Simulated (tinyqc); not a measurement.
# Free and trapped electrons in a MOS channel with a dense trap tail: what changes with what

p-type body, charge-sheet picture, full ionisation (an idealisation for deep acceptors), Boltzmann statistics for free electrons. e = Ec - EF at the surface. Acceptor-like traps of density D(E) = D0 + De exp(-E/Ew) at depth E below Ec, from 0 to Eu, hold n_t = integral of D(E)/(1 + exp((e - E)/Vt)). psi = Eg - Vt ln(Nv/Na) - e; N_dep = sqrt(2 eps0 eps_r Na (psi - Vt)/q); n_f = sqrt(N_dep^2 + 2 eps0 eps_r Vt Nc exp(-e/Vt)/q) - N_dep; Vg = Vfb + psi + q (N_dep + n_t + n_f)/Cox, Cox = eps0 eox/tox.

Parameters, values chosen for the exercise; band and dielectric values close to those of gallium nitride: temperature T = 250 K; band gap Eg = 3.46 eV; relative permittivity eps_r = 9.58; conduction-band density of states at T Nc = 1.73e18 cm^-3; valence-band density of states at T Nv = 3.57e19 cm^-3; relative permittivity of the insulator eox = 3.9; insulator thickness tox = 68 nm; acceptor density Na = 5.2e15 cm^-3; flat-band voltage without trapped charge Vfb = -2.35 V; constant background density of acceptor-like traps D0 = 3.2e10 cm^-2 eV^-1; density of the tail at the conduction edge De = 2.7e13 cm^-2 eV^-1; decay energy of the tail Ew = 0.07 eV; depth below Ec down to which the traps reach Eu = 0.98 eV; mobility of free electrons mf = 240 cm^2/(V s).

Constants: q = 1.602176634e-19 C, kB = 1.380649e-23 J/K, Vt = kB T/q, eps0 = 8.8541878128e-14 F/cm where lengths are in cm. Results are converted to the units shown.

Each table varies one quantity; the others keep the values above.

## Free and trapped charge against gate voltage

Free share n_f/(n_f + n_t); swing ln 10 n_f/(dn_f/dVg); field-effect mobility mf q (dn_f/dVg)/Cox, for a constant mf; oxide field q (N_dep + n_t + n_f)/(eps0 eox).

Free and trapped charge against gate voltage:
```
Vg (V),e (eV),n_f (cm^-2),n_t (cm^-2),free share (%),swing (mV/decade),field-effect mobility (cm^2/(V s)),oxide field (MV/cm)
2.1,0.2846,8.960e5,6.035e10,0.001485,151.0,0.01035,0.2154
3.8,0.1037,3.832e9,5.259e11,0.7234,1181,5.657,0.4388
5.4,0.05463,3.574e10,9.823e11,3.511,2228,27.97,0.6669
7.1,0.02121,1.487e11,1.395e12,9.630,3347,77.45,0.9120
8.8,-0.005071,4.005e11,1.672e12,19.32,4726,147.8,1.158
10.4,-0.02483,7.711e11,1.801e12,29.97,6796,197.8,1.391
12.1,-0.04072,1.246e12,1.859e12,40.12,9812,221.4,1.638
13.7,-0.05216,1.724e12,1.884e12,47.79,1.306e4,230.2,1.872
15.4,-0.06184,2.246e12,1.897e12,54.22,1.672e4,234.3,2.120
```

n_f reaches 1e11 cm^-2 at Vg = 6.56 V, against 2.53 V without traps. The free share rises from 0.00148 to 54.2 % and the field-effect mobility rises from 0.0103 to 234 cm^2/(V s), although mf = 240 is constant: in the last row 97.6 % of Cox dVg goes into free electrons. The swing in the first row is 151 mV a decade (Vt ln 10 = 49.6). For Vg = 7.1, 8.8, 10.4, 12.1, 13.7, 15.4 EF lies less than 2 Vt below the band edge, or above it, where degeneracy and confinement, left out, matter.

## Effect of the acceptor density

Vfb is held fixed. VT is the Vg for n_f = 1e11 cm^-2; swing ln 10 n_f/(dn_f/dVg) at n_f = 1e8 cm^-2; the last three columns are for Vg = VT + 5.4 V, with free share n_f/(n_f + n_t) and field-effect mobility mf q (dn_f/dVg)/Cox; there EF is near the band edge, where Boltzmann statistics are rough.

Result of one run:
```
Na (cm^-3),e at VT (eV),VT (V),q n_t/Cox at VT (V),swing (mV/decade),n_f (cm^-2),free share (%),field-effect mobility (cm^2/(V s))
8e16,0.002921,11.62,5.046,652.0,1.476e12,43.76,232.7
```

What becomes of these results when the acceptor density Na is changed from 8e16 to 3e16 cm^-3, all else the same?

Result of the changed run:
```
Na (cm^-3),e at VT (eV),VT (V),q n_t/Cox at VT (V),swing (mV/decade),n_f (cm^-2),free share (%),field-effect mobility (cm^2/(V s))
3e16,0.01319,9.178,4.701,559.1,1.384e12,42.32,229.8
```

The whole series:
```
Na (cm^-3),e at VT (eV),VT (V),q n_t/Cox at VT (V),swing (mV/decade),n_f (cm^-2),free share (%),field-effect mobility (cm^2/(V s))
1e15,0.04601,5.156,3.425,343.5,1.052e12,36.65,206.7
2e15,0.03989,5.659,3.665,377.5,1.112e12,37.73,212.7
6e15,0.02947,6.715,4.079,440.5,1.218e12,39.59,221.2
1e16,0.02441,7.351,4.278,474.3,1.271e12,40.48,224.4
3e16,0.01319,9.178,4.701,559.1,1.384e12,42.32,229.8
8e16,0.002921,11.62,5.046,652.0,1.476e12,43.76,232.7
2e17,-0.006812,15.03,5.322,758.2,1.547e12,44.81,234.2
5e17,-0.01663,20.21,5.542,889.2,1.598e12,45.54,234.7
```

As Na goes from 1e15 to 5e17, VT rises from 5.16 to 20.2 V, its part due to traps rises from 3.42 to 5.54 V, the swing rises from 344 to 889 mV/decade and the field-effect mobility rises from 207 to 235 cm^2/(V s). Most of the rise of VT is depletion charge; the trap part grows since the same n_f needs EF nearer the band edge at heavier doping. For Na = 2e15, 6e15, 1e16, 3e16, 8e16, 2e17, 5e17 e is under 2 Vt already at VT, so VT too is rough.

Computed by the program tinyqc: `OMP_NUM_THREADS=1 python tinyqc.py 2222082 2222083 out.jsonl`, one thread of a shared Intel Xeon 2.30GHz, about 0.02 s for the whole run.
